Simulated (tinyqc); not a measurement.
Worked calculation (part 1 of 2): UHF in the 6-311g basis, for H2, spin multiplicity 1. Computed by tinyqc, a small Python program that keeps every step (integrals from PySCF). Settings: charge = 0, multiplicity = 1, basis = 6-311g, energy threshold = 1e-08, iteration cap = 58, orthogonalisation = symmetric, start = Wolfsberg-Helmholz matrix, DIIS depth = 8, method = UHF, break = 0.4. Command: `OMP_NUM_THREADS=1 python tinyqc.py 26276 26277 out.jsonl` (the two numbers bound the seeds that draw the settings). One thread of a shared host (Intel(R) Xeon(R) Processor @ 2.60GHz), about 0.07 s of CPU time with the checks. Later iterations appear only in the table of the cycle.

## One-electron integrals

Geometry (angstrom):
```
atom         x         y         z
H     0.000000  0.000000  0.000000
H     0.000000  0.000000  0.806000
```

Basis 6-311g: exponents (1/bohr^2) and contraction coefficients of normalised primitives:
```
element  l (shell)   exponent  coefficient
H            s (1)  33.865000     0.025494
H            s (1)   5.094790     0.190373
H            s (1)   1.158790     0.852161
H            s (2)   0.325840     1.000000
H            s (3)   0.102741     1.000000
```

Overlap, kinetic and nuclear-attraction integrals over the contracted functions; the nuclear repulsion is the sum of Za Zb / Rab.

nuclear repulsion = 0.65654741 hartree

overlap S, lower triangle:
```
          1H 1s     1H 2s     1H 3s     2H 1s     2H 2s     2H 3s
1H 1s  1.000000
1H 2s  0.706377  1.000000
1H 3s  0.373664  0.788963  1.000000
2H 1s  0.215023  0.387457  0.299850  1.000000
2H 2s  0.387457  0.685260  0.658200  0.706377  1.000000
2H 3s  0.299850  0.658200  0.887653  0.373664  0.788963  1.000000
```

kinetic energy T (hartree), lower triangle:
```
           1H 1s     1H 2s     1H 3s     2H 1s     2H 2s     2H 3s
1H 1s   2.304348
1H 2s   0.549119  0.488760
1H 3s   0.106346  0.184881  0.154112
2H 1s  -0.002132  0.180000  0.072809  2.304348
2H 2s   0.180000  0.250536  0.135606  0.549119  0.488760
2H 3s   0.072809  0.135606  0.125929  0.106346  0.184881  0.154112
```

nuclear attraction V (hartree), lower triangle:
```
           1H 1s      1H 2s      1H 3s      2H 1s      2H 2s      2H 3s
1H 1s  -2.767148
1H 2s  -1.520840  -1.513575
1H 3s  -0.756803  -1.018704  -0.952133
2H 1s  -0.532362  -0.858759  -0.618534  -2.767148
2H 2s  -0.858759  -1.107469  -0.884271  -1.520840  -1.513575
2H 3s  -0.618534  -0.884271  -0.873243  -0.756803  -1.018704  -0.952133
```

core Hamiltonian H = T + V (hartree), lower triangle:
```
           1H 1s      1H 2s      1H 3s      2H 1s      2H 2s      2H 3s
1H 1s  -0.462799
1H 2s  -0.971721  -1.024815
1H 3s  -0.650457  -0.833823  -0.798021
2H 1s  -0.534494  -0.678759  -0.545725  -0.462799
2H 2s  -0.678759  -0.856934  -0.748665  -0.971721  -1.024815
2H 3s  -0.545725  -0.748665  -0.747314  -0.650457  -0.833823  -0.798021
```

## Two-electron integrals

Functions are numbered as in S; the eight-fold symmetry (ij|kl) = (ji|kl) = (kl|ij) leaves the list below.

Two-electron integrals (ij|kl) in chemists' order, unique and non-zero (hartree):
```
(11|11) 1.393035   (21|11) 0.822971   (21|21) 0.509703   (22|11) 0.822904
(22|21) 0.543028   (22|22) 0.644106   (31|11) 0.411256   (31|21) 0.257757
(31|22) 0.279868   (31|31) 0.130794   (32|11) 0.543681   (32|21) 0.365771
(32|22) 0.452669   (32|31) 0.189803   (32|32) 0.325140   (33|11) 0.494021
(33|21) 0.340115   (33|22) 0.445993   (33|31) 0.178035   (33|32) 0.331779
(33|33) 0.361682   (41|11) 0.223574   (41|21) 0.142499   (41|22) 0.158100
(41|31) 0.072618   (41|32) 0.107863   (41|33) 0.101829   (41|41) 0.057152
(42|11) 0.292184   (42|21) 0.196947   (42|22) 0.241503   (42|31) 0.102146
(42|32) 0.171590   (42|33) 0.171092   (42|41) 0.086429   (42|42) 0.151875
(43|11) 0.200378   (43|21) 0.136868   (43|22) 0.173107   (43|31) 0.071338
(43|32) 0.124963   (43|33) 0.127673   (43|41) 0.060617   (43|42) 0.111865
(43|43) 0.084126   (44|11) 0.648269   (44|21) 0.449211   (44|22) 0.579866
(44|31) 0.235148   (44|32) 0.420303   (44|33) 0.429589   (44|41) 0.223574
(44|42) 0.434919   (44|43) 0.328487   (44|44) 1.393035   (51|11) 0.434919
(51|21) 0.271535   (51|22) 0.292942   (51|31) 0.137629   (51|32) 0.198193
(51|33) 0.185324   (51|41) 0.086429   (51|42) 0.123365   (51|43) 0.086058
(51|44) 0.292184   (51|51) 0.151875   (52|11) 0.510747   (52|21) 0.341141
(52|22) 0.415084   (52|31) 0.176555   (52|32) 0.295365   (52|33) 0.296636
(52|41) 0.119005   (52|42) 0.197342   (52|43) 0.144831   (52|44) 0.510747
(52|51) 0.197342   (52|52) 0.302460   (53|11) 0.387986   (53|21) 0.264597
(53|22) 0.338190   (53|31) 0.137991   (53|32) 0.247364   (53|33) 0.260525
(53|41) 0.094504   (53|42) 0.167062   (53|43) 0.126175   (53|44) 0.446151
(53|51) 0.154526   (53|52) 0.255322   (53|53) 0.226294   (54|11) 0.449211
(54|21) 0.309357   (54|22) 0.397520   (54|31) 0.161690   (54|32) 0.288875
(54|33) 0.297713   (54|41) 0.142499   (54|42) 0.271535   (54|43) 0.206073
(54|44) 0.822971   (54|51) 0.196947   (54|52) 0.341141   (54|53) 0.300612
(54|54) 0.509703   (55|11) 0.579866   (55|21) 0.397520   (55|22) 0.512855
(55|31) 0.207665   (55|32) 0.376372   (55|33) 0.397500   (55|41) 0.158100
(55|42) 0.292942   (55|43) 0.224090   (55|44) 0.822904   (55|51) 0.241503
(55|52) 0.415084   (55|53) 0.373349   (55|54) 0.543028   (55|55) 0.644106
(61|11) 0.328487   (61|21) 0.206073   (61|22) 0.224090   (61|31) 0.104597
(61|32) 0.152061   (61|33) 0.142738   (61|41) 0.060617   (61|42) 0.086058
(61|43) 0.060156   (61|44) 0.200378   (61|51) 0.111865   (61|52) 0.144831
(61|53) 0.113484   (61|54) 0.136868   (61|55) 0.173107   (61|61) 0.084126
(62|11) 0.446151   (62|21) 0.300612   (62|22) 0.373349   (62|31) 0.156077
(62|32) 0.268690   (62|33) 0.275091   (62|41) 0.094504   (62|42) 0.154526
(62|43) 0.113484   (62|44) 0.387986   (62|51) 0.167062   (62|52) 0.255322
(62|53) 0.216530   (62|54) 0.264597   (62|55) 0.338190   (62|61) 0.126175
(62|62) 0.226294   (63|11) 0.422790   (63|21) 0.291600   (63|22) 0.384248
(63|31) 0.152748   (63|32) 0.286785   (63|33) 0.314784   (63|41) 0.093692
(63|42) 0.163464   (63|43) 0.123726   (63|44) 0.422790   (63|51) 0.163464
(63|52) 0.271285   (63|53) 0.243917   (63|54) 0.291600   (63|55) 0.384248
(63|61) 0.123726   (63|62) 0.243917   (63|63) 0.284980   (64|11) 0.235148
(64|21) 0.161690   (64|22) 0.207665   (64|31) 0.084483   (64|32) 0.151094
(64|33) 0.156245   (64|41) 0.072618   (64|42) 0.137629   (64|43) 0.104597
(64|44) 0.411256   (64|51) 0.102146   (64|52) 0.176555   (64|53) 0.156077
(64|54) 0.257757   (64|55) 0.279868   (64|61) 0.071338   (64|62) 0.137991
(64|63) 0.152748   (64|64) 0.130794   (65|11) 0.420303   (65|21) 0.288875
(65|22) 0.376372   (65|31) 0.151094   (65|32) 0.278430   (65|33) 0.299341
(65|41) 0.107863   (65|42) 0.198193   (65|43) 0.152061   (65|44) 0.543681
(65|51) 0.171590   (65|52) 0.295365   (65|53) 0.268690   (65|54) 0.365771
(65|55) 0.452669   (65|61) 0.124963   (65|62) 0.247364   (65|63) 0.286785
(65|64) 0.189803   (65|65) 0.325140   (66|11) 0.429589   (66|21) 0.297713
(66|22) 0.397500   (66|31) 0.156245   (66|32) 0.299341   (66|33) 0.334890
(66|41) 0.101829   (66|42) 0.185324   (66|43) 0.142738   (66|44) 0.494021
(66|51) 0.171092   (66|52) 0.296636   (66|53) 0.275091   (66|54) 0.340115
(66|55) 0.445993   (66|61) 0.127673   (66|62) 0.260525   (66|63) 0.314784
(66|64) 0.178035   (66|65) 0.331779   (66|66) 0.361682
```

## Orthogonalisation

S = U s U^T; symmetric (Loewdin) form X = U s^(-1/2) U^T, so that X^T S X = 1.

eigenvalues of S: 0.036029  0.136847  0.211480  0.820000  0.964554  3.831089

X, lower triangle:
```
           1H 1s      1H 2s      1H 3s      2H 1s      2H 2s     2H 3s
1H 1s   1.375268
1H 2s  -0.752758   2.339151
1H 3s   0.216809  -1.126800   2.675333
2H 1s   0.009003  -0.008438  -0.036186   1.375268
2H 2s  -0.008438  -0.573313   0.363753  -0.752758   2.339151
2H 3s  -0.036186   0.363753  -1.506997   0.216809  -1.126800  2.675333
```

## Starting guess

The start is the generalised Wolfsberg-Helmholz matrix (K = 1.75) built on H, with HOMO and LUMO mixed by +/-0.4 rad for the two spins; D(s) = C_occ C_occ^T for each spin.

D(alpha) at the start, lower triangle:
```
           1H 1s      1H 2s      1H 3s      2H 1s     2H 2s     2H 3s
1H 1s   0.021653
1H 2s   0.079486   0.291786
1H 3s   0.034450   0.126463   0.054810
2H 1s  -0.045482  -0.166961  -0.072363   0.095536
2H 2s   0.033680   0.123638   0.053586  -0.070746  0.052389
2H 3s   0.017343   0.063666   0.027594  -0.036430  0.026977  0.013892
```

D(beta) at the start, lower triangle:
```
           1H 1s     1H 2s     1H 3s     2H 1s     2H 2s     2H 3s
1H 1s   0.095536
1H 2s  -0.070746  0.052389
1H 3s  -0.036430  0.026977  0.013892
2H 1s  -0.045482  0.033680  0.017343  0.021653
2H 2s  -0.166961  0.123638  0.063666  0.079486  0.291786
2H 3s  -0.072363  0.053586  0.027594  0.034450  0.126463  0.054810
```

## Iteration 1: building the Fock matrix

J_ij = sum D_kl (ij|kl) with D = D(alpha) + D(beta), K_ij = sum D_kl (ik|jl) for each spin; F = H + J - K(s); E = tr D H + tr D J / 2 - 0.5 sum_s tr D(s) K(s) + E_nn.

Coulomb J (hartree), lower triangle:
```
          1H 1s     1H 2s     1H 3s     2H 1s     2H 2s     2H 3s
1H 1s  1.303151
1H 2s  0.875072  1.089079
1H 3s  0.454256  0.787046  0.813667
2H 1s  0.289533  0.494536  0.369391  1.303151
2H 2s  0.494536  0.778541  0.674273  0.875072  1.089079
2H 3s  0.369391  0.674273  0.740441  0.454256  0.787046  0.813667
```

exchange K(alpha) (hartree), lower triangle:
```
          1H 1s     1H 2s     1H 3s     2H 1s     2H 2s     2H 3s
1H 1s  0.490556
1H 2s  0.490690  0.557589
1H 3s  0.354316  0.428733  0.344902
2H 1s  0.105612  0.120369  0.093790  0.037013
2H 2s  0.303188  0.357993  0.285543  0.091847  0.260410
2H 3s  0.299999  0.367028  0.299435  0.086257  0.258364  0.266994
```

exchange K(beta) (hartree), lower triangle:
```
          1H 1s     1H 2s     1H 3s     2H 1s     2H 2s     2H 3s
1H 1s  0.037013
1H 2s  0.091847  0.260410
1H 3s  0.086257  0.258364  0.266994
2H 1s  0.105612  0.303188  0.299999  0.490556
2H 2s  0.120369  0.357993  0.367028  0.490690  0.557589
2H 3s  0.093790  0.285543  0.299435  0.354316  0.428733  0.344902
```

F(alpha) (hartree), lower triangle:
```
           1H 1s      1H 2s      1H 3s      2H 1s      2H 2s      2H 3s
1H 1s   0.349796
1H 2s  -0.587339  -0.493325
1H 3s  -0.550516  -0.475511  -0.329257
2H 1s  -0.350573  -0.304592  -0.270123   0.803338
2H 2s  -0.487411  -0.436386  -0.359935  -0.188496  -0.196146
2H 3s  -0.476333  -0.441421  -0.306308  -0.282458  -0.305141  -0.251348
```

F(beta) (hartree), lower triangle:
```
           1H 1s      1H 2s      1H 3s      2H 1s      2H 2s      2H 3s
1H 1s   0.803338
1H 2s  -0.188496  -0.196146
1H 3s  -0.282458  -0.305141  -0.251348
2H 1s  -0.350573  -0.487411  -0.476333   0.349796
2H 2s  -0.304592  -0.436386  -0.441421  -0.587339  -0.493325
2H 3s  -0.270123  -0.359935  -0.306308  -0.550516  -0.475511  -0.329257
```

total energy of this density = -0.62310053 hartree

## Iteration 1: diagonalisation and new density

Diagonalise F' = X^T F X, C = X C', fill 1 alpha and 1 beta electrons from the bottom; D(s) = C_occ C_occ^T. Each column has its largest component positive (the first on a tie).

F' = X^T F X (alpha) (hartree), lower triangle:
```
           1          2          3          4          5         6
1   1.438963
2  -1.225510   0.799428
3  -0.025899  -0.434586   0.156968
4  -0.148302  -0.067551  -0.064918   1.728891
5  -0.182281  -0.218083  -0.019382  -1.015441   0.975831
6  -0.147870  -0.056734  -0.142454   0.083149  -0.356019  0.190591
```

orbital energies (alpha) (hartree): MO1 -0.597183, MO2 0.138147, MO3 0.294567, MO4 0.567934, MO5 2.367598, MO6 2.519610

coefficients C (alpha):
```
            MO1        MO2        MO3        MO4        MO5        MO6
1H 1s  0.229999  -0.069564  -0.086184   0.080361  -1.285751   0.884136
1H 2s  0.486999  -0.086450  -0.884461   1.392100   1.530115  -1.569369
1H 3s  0.225467  -1.776199   1.281676  -2.080450  -0.708870   1.095253
2H 1s  0.066219   0.115397  -0.046345  -0.136460  -0.901477  -1.286602
2H 2s  0.085273   0.046759  -0.578986  -1.678314   0.890588   1.953063
2H 3s  0.090318   2.017989   0.388845   2.234718  -0.271456  -1.256768
```

F' = X^T F X (beta) (hartree), lower triangle:
```
           1          2          3          4          5         6
1   1.728891
2  -1.015441   0.975831
3   0.083149  -0.356019   0.190591
4  -0.148302  -0.182281  -0.147870   1.438963
5  -0.067551  -0.218083  -0.056734  -1.225510   0.799428
6  -0.064918  -0.019382  -0.142454  -0.025899  -0.434586  0.156968
```

orbital energies (beta) (hartree): MO1 -0.597183, MO2 0.138147, MO3 0.294567, MO4 0.567934, MO5 2.367598, MO6 2.519610

coefficients C (beta):
```
            MO1        MO2        MO3        MO4        MO5        MO6
1H 1s  0.066219   0.115397  -0.046345  -0.136460  -0.901477  -1.286602
1H 2s  0.085273   0.046759  -0.578986  -1.678314   0.890588   1.953063
1H 3s  0.090318   2.017989   0.388845   2.234718  -0.271456  -1.256768
2H 1s  0.229999  -0.069564  -0.086184   0.080361  -1.285751   0.884136
2H 2s  0.486999  -0.086450  -0.884461   1.392100   1.530115  -1.569369
2H 3s  0.225467  -1.776199   1.281676  -2.080450  -0.708870   1.095253
```

D(alpha) after iteration 1, lower triangle:
```
          1H 1s     1H 2s     1H 3s     2H 1s     2H 2s     2H 3s
1H 1s  0.052899
1H 2s  0.112009  0.237168
1H 3s  0.051857  0.109803  0.050836
2H 1s  0.015230  0.032248  0.014930  0.004385
2H 2s  0.019613  0.041528  0.019226  0.005647  0.007271
2H 3s  0.020773  0.043985  0.020364  0.005981  0.007702  0.008157
```

D(beta) after iteration 1, lower triangle:
```
          1H 1s     1H 2s     1H 3s     2H 1s     2H 2s     2H 3s
1H 1s  0.004385
1H 2s  0.005647  0.007271
1H 3s  0.005981  0.007702  0.008157
2H 1s  0.015230  0.019613  0.020773  0.052899
2H 2s  0.032248  0.041528  0.043985  0.112009  0.237168
2H 3s  0.014930  0.019226  0.020364  0.051857  0.109803  0.050836
```

## Iteration 2: building the Fock matrix

As before.

Coulomb J (hartree), lower triangle:
```
          1H 1s     1H 2s     1H 3s     2H 1s     2H 2s     2H 3s
1H 1s  1.466526
1H 2s  0.969149  1.169106
1H 3s  0.500442  0.832799  0.842370
2H 1s  0.330845  0.552893  0.408450  1.466526
2H 2s  0.552893  0.842430  0.716093  0.969149  1.169106
2H 3s  0.408450  0.716093  0.768033  0.500442  0.832799  0.842370
```

exchange K(alpha) (hartree), lower triangle:
```
          1H 1s     1H 2s     1H 3s     2H 1s     2H 2s     2H 3s
1H 1s  0.589419
1H 2s  0.564372  0.610156
1H 3s  0.391248  0.447900  0.341679
2H 1s  0.245833  0.285732  0.215878  0.222720
2H 2s  0.391107  0.445013  0.336847  0.267033  0.373966
2H 3s  0.338970  0.393379  0.303045  0.208382  0.313308  0.275694
```

exchange K(beta) (hartree), lower triangle:
```
          1H 1s     1H 2s     1H 3s     2H 1s     2H 2s     2H 3s
1H 1s  0.222720
1H 2s  0.267033  0.373966
1H 3s  0.208382  0.313308  0.275694
2H 1s  0.245833  0.391107  0.338970  0.589419
2H 2s  0.285732  0.445013  0.393379  0.564372  0.610156
2H 3s  0.215878  0.336847  0.303045  0.391248  0.447900  0.341679
```

F(alpha) (hartree), lower triangle:
```
           1H 1s      1H 2s      1H 3s      2H 1s      2H 2s      2H 3s
1H 1s   0.414308
1H 2s  -0.566944  -0.465866
1H 3s  -0.541264  -0.448924  -0.297331
2H 1s  -0.449483  -0.411598  -0.353153   0.781007
2H 2s  -0.516973  -0.459517  -0.369419  -0.269605  -0.229676
2H 3s  -0.476244  -0.425952  -0.282326  -0.358397  -0.314332  -0.231345
```

F(beta) (hartree), lower triangle:
```
           1H 1s      1H 2s      1H 3s      2H 1s      2H 2s      2H 3s
1H 1s   0.781007
1H 2s  -0.269605  -0.229676
1H 3s  -0.358397  -0.314332  -0.231345
2H 1s  -0.449483  -0.516973  -0.476244   0.414308
2H 2s  -0.411598  -0.459517  -0.425952  -0.566944  -0.465866
2H 3s  -0.353153  -0.369419  -0.282326  -0.541264  -0.448924  -0.297331
```

total energy of this density = -1.07922139 hartree

## Iteration 2: DIIS over 2 matrices

error matrix X^T (FDS - SDF) X (alpha):
```
           1          2          3         4          5          6
1   0.000000  -0.002094   0.000776  0.057357   0.004888   0.000166
2   0.002094   0.000000   0.003229  0.079782   0.008362   0.001863
3  -0.000776  -0.003229   0.000000  0.058881   0.004438  -0.000435
4  -0.057357  -0.079782  -0.058881  0.000000  -0.042811  -0.044709
5  -0.004888  -0.008362  -0.004438  0.042811   0.000000  -0.003686
6  -0.000166  -0.001863   0.000435  0.044709   0.003686   0.000000
```

B (overlaps of the stored error matrices):
```
               1              2
1  1.8571893e+00  3.1676344e-01
2  3.1676344e-01  6.8399618e-02
```

Minimise |sum c_i e_i|^2 with sum c_i = 1: solve [B -1; -1 0][c; lambda] = [0; -1] with B_ij = tr e_i^T e_j summed over both spins, and take F = sum c_i F_i.

DIIS coefficients: -0.192223  1.192223

extrapolated F(alpha) (hartree), lower triangle:
```
           1H 1s      1H 2s      1H 3s      2H 1s      2H 2s      2H 3s
1H 1s   0.426709
1H 2s  -0.563023  -0.460587
1H 3s  -0.539485  -0.443814  -0.291194
2H 1s  -0.468496  -0.432167  -0.369113   0.776714
2H 2s  -0.522655  -0.463963  -0.371243  -0.285196  -0.236121
2H 3s  -0.476227  -0.422978  -0.277716  -0.372995  -0.316099  -0.227500
```

extrapolated F(beta) (hartree), lower triangle:
```
           1H 1s      1H 2s      1H 3s      2H 1s      2H 2s      2H 3s
1H 1s   0.776714
1H 2s  -0.285196  -0.236121
1H 3s  -0.372995  -0.316099  -0.227500
2H 1s  -0.468496  -0.522655  -0.476227   0.426709
2H 2s  -0.432167  -0.463963  -0.422978  -0.563023  -0.460587
2H 3s  -0.369113  -0.371243  -0.277716  -0.539485  -0.443814  -0.291194
```

## Iteration 2: diagonalisation and new density

As before.

F' = X^T F X (alpha) (hartree), lower triangle:
```
           1          2          3          4          5         6
1   1.550230
2  -1.242313   0.869144
3  -0.022761  -0.415401   0.175583
4  -0.241888  -0.163115  -0.121831   1.815765
5  -0.189483  -0.215843  -0.013088  -1.106081   1.018872
6  -0.150980  -0.040606  -0.130109   0.040350  -0.348882  0.207316
```

orbital energies (alpha) (hartree): MO1 -0.601883, MO2 0.158954, MO3 0.308573, MO4 0.622846, MO5 2.479100, MO6 2.669320

coefficients C (alpha):
```
            MO1        MO2        MO3        MO4        MO5        MO6
1H 1s  0.227458  -0.069050  -0.063125   0.083215  -1.348798   0.787278
1H 2s  0.436572  -0.010175  -0.866374   1.469797   1.655578  -1.387978
1H 3s  0.210967  -1.929467   1.226127  -2.000977  -0.783551   0.995067
2H 1s  0.139003   0.099520  -0.034098  -0.097902  -0.793365  -1.355387
2H 2s  0.148598  -0.029985  -0.599246  -1.717663   0.723002   1.978345
2H 3s  0.058363   2.121431   0.473671   2.150759  -0.157661  -1.224703
```

F' = X^T F X (beta) (hartree), lower triangle:
```
           1          2          3          4          5         6
1   1.815765
2  -1.106081   1.018872
3   0.040350  -0.348882   0.207316
4  -0.241888  -0.189483  -0.150980   1.550230
5  -0.163115  -0.215843  -0.040606  -1.242313   0.869144
6  -0.121831  -0.013088  -0.130109  -0.022761  -0.415401  0.175583
```

orbital energies (beta) (hartree): MO1 -0.601883, MO2 0.158954, MO3 0.308573, MO4 0.622846, MO5 2.479100, MO6 2.669320

coefficients C (beta):
```
            MO1        MO2        MO3        MO4        MO5        MO6
1H 1s  0.139003   0.099520  -0.034098  -0.097902  -0.793365  -1.355387
1H 2s  0.148598  -0.029985  -0.599246  -1.717663   0.723002   1.978345
1H 3s  0.058363   2.121431   0.473671   2.150759  -0.157661  -1.224703
2H 1s  0.227458  -0.069050  -0.063125   0.083215  -1.348798   0.787278
2H 2s  0.436572  -0.010175  -0.866374   1.469797   1.655578  -1.387978
2H 3s  0.210967  -1.929467   1.226127  -2.000977  -0.783551   0.995067
```

D(alpha) after iteration 2, lower triangle:
```
          1H 1s     1H 2s     1H 3s     2H 1s     2H 2s     2H 3s
1H 1s  0.051737
1H 2s  0.099302  0.190595
1H 3s  0.047986  0.092102  0.044507
2H 1s  0.031617  0.060685  0.029325  0.019322
2H 2s  0.033800  0.064874  0.031349  0.020656  0.022081
2H 3s  0.013275  0.025480  0.012313  0.008113  0.008673  0.003406
```

D(beta) after iteration 2, lower triangle:
```
          1H 1s     1H 2s     1H 3s     2H 1s     2H 2s     2H 3s
1H 1s  0.019322
1H 2s  0.020656  0.022081
1H 3s  0.008113  0.008673  0.003406
2H 1s  0.031617  0.033800  0.013275  0.051737
2H 2s  0.060685  0.064874  0.025480  0.099302  0.190595
2H 3s  0.029325  0.031349  0.012313  0.047986  0.092102  0.044507
```
